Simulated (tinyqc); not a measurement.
Octagonal on-chip spiral inductor, lumped pi model: quality factor against frequency.

Outer diameter do = di + 2 n wd + 2 (n - 1) sp, mean da = (do + di)/2, fill p = (do - di)/(do + di), length l = 3.314 n da. L = 2.25 mu0 n^2 da/(1 + 3.55 p), mu0 = 4 pi 1e-7 H/m. Rs = rho l/(wd delta (1 - exp(-th/delta))), delta = sqrt(rho/(pi f mu0)). Cs = n wd^2 eps0 eo/hu across the coil. At each end Cox = l wd eps0 eo/(2 ho) leads to the substrate branch Rsi = 2 rs he/(l wd) in parallel with Csi = l wd eps0 11.7/(2 he). With one end grounded Y = 1/(Rs + i w L) + i w Cs + 1/[1/(i w Cox) + 1/(1/Rsi + i w Csi)], w = 2 pi f; Q = -Im Y/Re Y. Eddy currents in neighbouring turns and in the substrate are left out.

Apparent inductance Im(1/Y)/w; share of the loss Re(substrate branch)/Re Y.

Parameters, values chosen for the exercise; values of the order met in silicon radio-frequency processes:
```
symbol  value     unit                                     meaning
n         1.5                                      number of turns
wd          6       um                                  line width
sp          3       um                         space between turns
di        100       um                              inner diameter
th        0.9       um                             metal thickness
rho       1.9  uohm cm                           metal resistivity
ho        7.8       um                        oxide below the coil
hu        0.9       um            oxide between coil and underpass
eo        4.1                   relative permittivity of the oxide
rs         20   ohm cm                       substrate resistivity
he         80       um  effective spreading depth in the substrate
```

Constants: eps0 = 8.8541878128e-12 F/m. Results are converted to the units shown.

Results:

| f (GHz) | Rs (ohm) | w L/Rs | Q | apparent inductance (nH) | loss in the substrate (%) |
|---|---|---|---|---|---|
| 1.9 | 2.530 | 2.480 | 2.477 | 0.5258 | 0.06423 |
| 3 | 2.700 | 3.670 | 3.659 | 0.5260 | 0.1875 |
| 5 | 2.953 | 5.593 | 5.549 | 0.5267 | 0.5374 |
| 8.1 | 3.276 | 8.167 | 8.013 | 0.5283 | 1.323 |
| 13 | 3.702 | 11.60 | 11.09 | 0.5327 | 3.017 |
| 22 | 4.355 | 16.69 | 14.90 | 0.5466 | 7.085 |
| 58 | 6.316 | 30.33 | 16.22 | 0.7174 | 26.81 |
| 95 | 7.873 | 39.86 | 6.208 | 1.840 | 44.09 |

Estimate the missing row, f = 36 GHz.

Computed row:

| f (GHz) | Rs (ohm) | w L/Rs | Q | apparent inductance (nH) | loss in the substrate (%) |
|---|---|---|---|---|---|
| 36 | 5.201 | 22.86 | 17.49 | 0.5859 | 14.62 |

With this row back in the table: Q goes from 2.48 through a maximum of 17.5 (at f = 36 GHz among the rows listed) to 6.21; the exact peak is 17.7 at 41.4 GHz and Q reaches zero at the self-resonance, 112 GHz. The share of the substrate rises from 0.0642 to 44.1 %, and the apparent inductance ends at 3.50 times L. At the peak the substrate takes 17.7 % of the loss. For f = 58, 95 the coil is longer than 0.15 of a wavelength in the oxide, where one lumped section is rough.

Numbers from tinyqc (`OMP_NUM_THREADS=1 python tinyqc.py 2302165 2302166 out.jsonl`; about 0.01 s on one thread of a shared Intel Xeon 2.30GHz).
